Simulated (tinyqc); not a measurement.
Narrowing against degeneracy: heavy doping: gap narrowing, degeneracy and the minority density.

F_j(eta) = (1/Gamma(j + 1)) integral_0^infinity x^j dx/(1 + exp(x - eta)), which tends to exp(eta) for eta << 0.

Empirical narrowing (Slotboom form, constants chosen for the exercise; published fits of this form give the apparent narrowing, here it is taken as the true one): dEg = E0 [ln(N/N0) + sqrt(ln(N/N0)^2 + C)].

Majority: N = Nv F_1/2(eta), eta the distance of EF beyond the majority band edge in kT. Degeneracy factor gam = F_1/2(eta)/exp(eta). ni0^2 = Nc Nv exp(-Eg/kT); product n p = ni0^2 gam exp(dEg/kT), dEg the true narrowing; apparent narrowing dEa = dEg + kT ln gam; minority density = n p/N.

Constants: kB = 8.617333262e-05 eV/K.

Parameters, chosen for this exercise (gap and densities of states near those of GaAs at this temperature; narrowing constants of the size fitted for Si, not for this material; shifted at random, so the results belong to these values and not to a real crystal):
- Eg = 1.456 eV (gap)
- Nc = 3.05e+17 1/cm^3 (conduction-band density of states)
- Nv = 6.65e+18 1/cm^3 (valence-band density of states)
- T = 250 K
- E0 = 7.88 meV (narrowing scale)
- N0 = 1.5e+17 1/cm^3 (onset density)
- C = 0.5 (smoothing constant)

N takes the values listed; the last column is N over the factor gam exp(dEg/kT), the doping that a simple model would need to give the same minority density.

Results:
```
N (1/cm^3)    eta     gam  dEg (meV)  dEa (meV)  minority (1/cm^3)  effective doping (1/cm^3)
2.0e+16     -5.81   0.999        0.9        0.9           4.71e-10                   1.92e+16
7.0e+16     -4.55   0.996        2.2        2.1           1.42e-10                   6.35e+16
2.0e+17     -3.49   0.989        8.3        8.1           6.56e-11                   1.38e+17
7.0e+17     -2.21   0.964       25.5       24.7           4.06e-11                   2.22e+17
2.0e+18     -1.10   0.900       41.6       39.3           2.80e-11                   3.23e+17
7.0e+18      0.42   0.693       61.1       53.2           1.52e-11                   5.93e+17
2.0e+19      2.12   0.360       77.5       55.5           5.93e-12                   1.52e+18
5.0e+19      4.45  0.0881       91.9       39.5           1.13e-12                   7.97e+18
1.0e+20      7.25  0.0107      102.8        5.0           1.14e-13                   7.94e+19
```

What can be read from this table?

dEg grows steadily to 102.8 meV, while the apparent value peaks at 55.5 meV for N = 2e+19 and falls to 5.0 meV as the Fermi level enters the band. N grows by a factor 35 from the third to the sixth row and the effective doping by 4.3: net of degeneracy, narrowing takes away 88 % of the factor gained by heavier doping.

Run: tinyqc, `OMP_NUM_THREADS=1 python tinyqc.py 1680087 1680088 out.jsonl`; Intel(R) Xeon(R) Processor @ 2.30GHz, one thread, shared host; about 0.01 s of CPU time with all checks.
